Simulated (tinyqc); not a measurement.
Inside a calculation: finite square well with mass mismatch (envelope functions). Values are carried at full precision from step to step, so a last printed digit may differ when a step is redone from the rounded ones.

A square well of width L and depth V0, mass mw inside and mb outside, energies from the bottom of the well, c = hbar^2/2m0. k = sqrt(mw E/c), kappa = sqrt(mb (V0 - E)/c). psi and psi'/m are continuous at the walls (BenDaniel-Duke), so level n solves k L + 2 atan[(k/mw)/(kappa/mb)] = n pi.

Constants: hbar^2/2m0 = 3.80998211 eV angstrom^2.

Parameters, chosen for this exercise (near those of an InGaAs well in InP; shifted at random, so the results belong to these values and not to a real crystal):
```
symbol   value   unit      meaning
L        110     angstrom  well width
V0       0.253   eV        barrier height
mw       0.0415  m0        mass in the well
mb       0.0775  m0        mass in the barrier
alpha_w  1.19    1/eV      non-parabolicity in the well
alpha_b  0.64    1/eV      non-parabolicity in the barrier
```

## How many levels are bound

At E = V0 the arctangent equals pi/2, so level n is bound if k0 L > (n - 1) pi with k0 = sqrt(mw V0/c). Compare with the infinitely deep well, E1(hard) = c (pi/L)^2/mw.

k0 = 0.05250 1/angstrom
k0 L/pi = 1.8381
number of bound levels = 2
E1(hard) = 0.0749 eV

The count does not depend on mb. One more level binds at L = 119.7 angstrom.

## The lowest level by bisection

f(E) = k L + 2 atan[(k/mw)/(kappa/mb)] - pi rises with E. Twelve halvings of [0, V0]: keep the half in which f changes sign.

Bisection:
```
step  low (eV)  high (eV)  midpoint (eV)        k    kappa        f
1      0.00000    0.25300        0.12650  0.03712  0.05073   2.8197
2      0.00000    0.12650        0.06325  0.02625  0.06213   1.0816
3      0.00000    0.06325        0.03163  0.01856  0.06710  -0.1465
4      0.03163    0.06325        0.04744  0.02273  0.06466   0.5207
5      0.03163    0.04744        0.03953  0.02075  0.06590   0.2042
6      0.03163    0.03953        0.03558  0.01969  0.06650   0.0338
7      0.03163    0.03558        0.03360  0.01913  0.06680  -0.0550
8      0.03360    0.03558        0.03459  0.01941  0.06665  -0.0102
9      0.03459    0.03558        0.03508  0.01955  0.06658   0.0119
10     0.03459    0.03508        0.03484  0.01948  0.06662   0.0008
11     0.03459    0.03484        0.03471  0.01945  0.06664  -0.0047
12     0.03471    0.03484        0.03478  0.01946  0.06663  -0.0019
```

After twelve halvings the bracket is V0/4096 = 0.062 meV wide.

## Bound levels

Solve the condition for each n (six at most). With A = cos(kL/2) for even and sin(kL/2) for odd levels, the probability in the barriers is Pb = (A^2/kappa)/(A^2/kappa + L/2 +/- sin(kL)/(2k)), + for even.

Levels:
```
n  parity  E (eV)  k (1/angstrom)  kappa (1/angstrom)      Pb
1    even  0.0348         0.01947             0.06662  0.0431
2     odd  0.1404         0.03911             0.04786  0.1797
```

The lowest level lies at 46 % of the infinite-well value and decays into the barrier over 1/kappa = 15.0 angstrom.

## Mass in the plane and density of states

To first order in the in-plane energy, 1/m_par = (1 - Pb)/mw + Pb/mb for each subband. Each adds a step D = m_par/(2 pi c) to the density of states per area (spin included, one valley); 1/angstrom^2 = 1e16/cm^2.

Subbands:
```
n  m_par (m0)  D (1e13/(eV cm^2))
1      0.0423               1.769
2      0.0453               1.891
```

## Levels with energy-dependent masses

Non-parabolic bands: mw is replaced by mw (1 + alpha_w E) and mb by mb (1 - alpha_b (V0 - E)), in k, kappa and the matching condition alike.

Solve the same condition with the energy-dependent masses, and list the shift from the parabolic levels that exist in both.

Levels:
```
n  E (eV)  mass inside  mass outside  shift (meV)
1  0.0356       0.0433        0.0667          0.8
2  0.1315       0.0480        0.0715         -8.9
3  0.2483       0.0538        0.0773            -
```

Level 1 moves by +0.8 meV and level 2 by -8.9 meV. The lighter mass deep in the barrier hardens the wall for low levels; the heavier mass in the well wins higher up. The heavier mass inside raises k at E = V0, which binds further levels (1 of them among the six at most that are listed).

## Checks

- Lowest level by finite differences (200 cells across the well) against the matching condition, eV: both 0.0348.

(tinyqc, `OMP_NUM_THREADS=1 python tinyqc.py 1251910 1251911 out.jsonl`, Intel(R) Xeon(R) Processor @ 2.30GHz, 1 thread, shared host, about 0.01 s.)
